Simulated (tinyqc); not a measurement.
Sheet resistance of a shallow doped layer with concentration-dependent mobility and limited activation: one step, computed by the program tinyqc.

A layer of one dopant lies in a background of the opposite type. Current flows parallel to the surface down to the junction; depletion is ignored.

Problem. Local values. C(x) = C_s exp(-x^2/(2 l^2)). Active density N = min(C, C_a); carriers n = N - C_B; mobility mu = mu_min + (mu_max - mu_min)/(1 + ((N + C_B)/N_r)^alpha). Conductivity e n mu. Depths are 0, 0.2, 0.4, 0.6, 0.8 and 0.95 of x_j.

Inputs (values chosen for the exercise, modelled on antimony in silicon):
```
quantity,value,unit
surface concentration C_s,1.9e+21,1/cm^3
length l,3,nm
background C_B,1e+16,1/cm^3
mobility floor mu_min,61.5,cm^2/(V s)
mobility mu_max,1400,cm^2/(V s)
reference density N_r,9.25e+16,1/cm^3
exponent alpha,0.705,-
anneal temperature T,1150,C
```

Profile: Gaussian.

junction depth x_j = 14.79142 nm

active limit C_a = 3.662984e+19 1/cm^3

Constants: e = 1.602176634e-19 C.

Give: Along the depth.

Solution.

Along the depth:
```
x (nm),C (1/cm^3),N (1/cm^3),mu (cm^2/(V s)),conductivity (S/cm)
0.00,1.900e+21,3.663e+19,80.9,474.9
2.96,1.168e+21,3.663e+19,80.9,474.9
5.92,2.717e+20,3.663e+19,80.9,474.9
8.87,2.390e+19,2.390e+19,87.6,335.4
11.83,7.950e+17,7.950e+17,300.7,37.8
14.05,3.271e+16,3.271e+16,908.7,3.3
```
